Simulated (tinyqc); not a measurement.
Atomic layer deposition: Langmuir saturation, growth per cycle and coating of deep features: one step, computed by the program tinyqc. Command: `OMP_NUM_THREADS=1 python tinyqc.py 3016554 3016555 out.jsonl ald walk`. One thread of a shared host (Intel(R) Xeon(R) Processor @ 2.30GHz), about 0.05 s of CPU time with the checks.

Precursor A sticks only on free sites, so a long enough pulse saturates; co-reactant B then frees the sites again.

Problem. Steady growth per cycle. One cycle from coverage th0: pulse A gives th1 = th_s + (th0 - th_s) exp(-(k_a + k_d) t), th_s = k_a/(k_a + k_d); the purge leaves th2 = th1 exp(-k_d t_p); pulse B converts c_B th2 into film and leaves th3 = (1 - c_B) th2. Growth = G c_B th2. The periodic state has th0 = th3: th0 = (1 - c_B) e_p th_s (1 - e_a)/(1 - (1 - c_B) e_p e_a), with e_a = exp(-(k_a + k_d) t), e_p = exp(-k_d t_p). Share of impinging molecules used = q (th1 - th0)/(F t).

Inputs (values chosen for the exercise, modelled on silicon dioxide from an aminosilane and ozone):
```
quantity,value,unit
site density q,2.9,1/nm^2
growth per cycle at saturation G,1.2,angstrom
temperature T,200,C
pulse time t,0.0014,s
co-reactant completion per pulse c_B,0.9,-
purge time t_p,13,s
```

k_a = 607.0073 1/s

k_d = 0.03265125 1/s

flux F = 65197.08 1/(nm^2 s)

Give: coverage after pulse A; growth per cycle; share of impinging molecules used.

Solution.

coverage after pulse A = 0.5890

growth per cycle = 0.4161 angstrom

share of impinging molecules used = 0.01749

The pulse is 0.85 filling times long: not fully saturated, so thickness still depends somewhat on the local dose. Desorption in the purge removes 34.6 % of the layer: the temperature window closes from above. Caution: common pulse valves need about 10 ms, so a pulse this short is formal.
